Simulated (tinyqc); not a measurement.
Inside a calculation. Model: two-band model of a narrow-gap semiconductor with electrons and holes. Computed by tinyqc, a small Python program that keeps every step. Command: `OMP_NUM_THREADS=1 python tinyqc.py 3026186 3026187 out.jsonl bipolar walk`. One thread of a shared host (Intel(R) Xeon(R) Processor @ 2.30GHz), about 0.05 s of CPU time with the checks. Intermediate numbers are printed to about 7 digits and carried at full precision; extremes and crossings named in words are read from the listed rows.

Two parabolic bands with acoustic scattering (r = -1/2, a = 0), a gap that does not change with T, and fully ionised dopants. Melting is ignored, so values above the melting point are formal, and kappa_L does not change with T. eta_n = (E_F - E_c)/(k_B T), eta_p = -eta_n - E_g/(k_B T).

Inputs (values chosen for the exercise, modelled on InAs): electron mass m_n = 0.025 m_0; hole mass m_p = 0.4 m_0; electron mobility parameter mu_300,n = 28000 cm^2/(V s); hole mobility parameter mu_300,p = 450 cm^2/(V s); temperature exponent p = 1.5; band gap E_g = 0.35 eV; net doping N = 4.9e+17 1/cm^3; lattice thermal conductivity kappa_L = 19 W/(m K); temperature T = 540 K.

Doping: p-type.

Constants: k_B = 8.617333262e-05 eV/K; m_0 = 9.1093837015e-31 kg; k_B = 1.380649e-23 J/K; hbar = 1.054571817e-34 J s; e = 1.602176634e-19 C.

## Fermi level

With x = E/(k_B T), a = alpha k_B T (0 for a parabolic band), G = x (1 + a x), D = 1 + 2 a x and <y> = int y f (1 - f) dx, f = 1/(1 + exp(x - eta)): tau = tau_0 G^r/D; transport function s = G^(3/2 + r)/D^2; n = N_0 <G^(3/2)> with N_0 = (2 m k_B T)^(3/2)/(3 pi^2 hbar^3). Integrals over x = E/(k_B T) use 160 Gauss-Legendre points in u = sqrt(x) from 0 to sqrt(max(eta, 0) + 32). Neutrality: p - n = N, with n = N_0(m_n) <x^(3/2)> at eta_n and p = N_0(m_p) <x^(3/2)> at eta_p.

eta_n = -4.097647

eta_p = -3.423800

## Each band alone

sigma = e mu_0 N_0 <s> with mu_0 = e tau_0/m = mu_300 (T/300 K)^(-p); |S| = (k_B/e)(<x s>/<s> - eta); Lorenz number L = (k_B/e)^2 (<x^2 s>/<s> - (<x s>/<s>)^2); kappa_e = L sigma T; zT = S^2 sigma T/(kappa_L + kappa_e). Hall factor r_H = <x^(3/2)> <x^(1/2)>/<s>^2.

Partial coefficients:
```
band       sigma (S/cm)  |S| (microvolt/K)  L (1e-8 V^2/K^2)  density (1/cm^3)  Hall factor
electrons      5.515010           526.1657          1.488227      3.956126e+15     1.176924
holes          11.04152           468.7736          1.491122      4.939561e+17     1.175820
```

The minority carriers have the larger |S|, since the Fermi level lies farther from their band; they carry 33 % of the conductivity.

## Both bands together

Both bands together (these totals replace the one-band zT): sigma = sigma_n + sigma_p; S = (sigma_p |S_p| - sigma_n |S_n|)/sigma; kappa_bip = (sigma_n sigma_p/sigma)(|S_n| + |S_p|)^2 T; kappa_e = (L_n sigma_n + L_p sigma_p) T; zT = S^2 sigma T/(kappa_L + kappa_e + kappa_bip); weak-field R_H = (r_p sigma_p^2/p - r_n sigma_n^2/n)/(e sigma^2), where the Hall factors r_n and r_p are <x^(3/2)> <x^(1/2)>/<s>^2.

conductivity sigma = 16.55653 S/cm

Seebeck coefficient S = 137.3576 microvolt/K

bipolar thermal conductivity = 0.1966042 W/(m K)

kappa_e = 0.01332280 W/(m K)

zT = 8.780976e-04

Hall coefficient R_H = -199.4179 cm^3/C

The minority band lowers |S| from 469 to 137 microvolt/K, and bipolar flow adds 1 % of the thermal conductivity. S and R_H have opposite signs, because R_H weights each carrier by mu^2 and S by mu times the partial |S| of its band.

## The maximum of |S| and the Goldsmid-Sharp gap

T_max maximises |S| of the majority sign between 150 and 1200 K; the Goldsmid-Sharp estimate is E_g = 2 e |S_max| T_max.

T_max = 381.7966 K

|S_max| = 414.9155 microvolt/K

Goldsmid-Sharp gap = 0.3168267 eV

estimate over true gap = 0.9052190

The estimate is 0.91 times the true gap. The weighted-mobility ratio of majority to minority carriers, mu m^(3/2), is 1.03.

## Against temperature

The formulas are those given above.

The same sample:
```
T (K)    n (1/cm^3)    p (1/cm^3)  sigma (S/cm)  S (microvolt/K)  kappa_bip (W/(m K))          zT  R_H (cm^3/C)
150    2.587952e+05  4.900000e+17       72.8898         306.1923         2.675945e-10  0.00539029       14.8216
200    5.486972e+08  4.900000e+17       47.8438         342.4411         3.002549e-07  0.00590125       14.8832
250    6.311861e+10  4.900001e+17       34.4288         370.7720         2.141422e-05  0.00622337       14.9092
300    1.649544e+12  4.900016e+17       26.2866         393.7303         3.830581e-04  0.00643015       14.7316
350    1.822109e+13  4.900182e+17       20.9526         410.6373         3.093019e-03  0.00650351       12.6930
400    1.164243e+14  4.901164e+17       17.3954         412.9560         1.501485e-02  0.00623689        0.9337
500    1.731202e+15  4.917312e+17       15.0421         270.5671         1.217514e-01  0.00287771     -127.9730
600    1.126796e+16  5.012680e+17       22.9388         -61.3726         2.900555e-01  0.00026846     -218.4703
750    7.233922e+16  5.623392e+17       67.8548        -227.3214         3.440641e-01  0.01354089      -78.9039
900    2.229463e+17  7.129463e+17      143.9402        -211.0322         3.589281e-01  0.02949439      -28.9654
1050   4.598428e+17  9.498428e+17      223.9560        -185.7309         3.991770e-01  0.04101974      -14.3676
1200   7.679077e+17  1.257908e+18      295.4094        -167.0059         4.550376e-01  0.04934725       -8.6310
```

Among the rows where S keeps the majority sign, zT is largest at 350 K and |S| at 400 K. Among these rows sigma is least at 500 K; at higher T thermal pairs outweigh the falling mobility. R_H changes sign between 400 and 500 K. S changes sign between 500 and 600 K. kappa_bip reaches 0.455 W/(m K) at the last row, 0.0239 times kappa_L.

Checks made by the program: neutrality (relative difference below 1e-10).
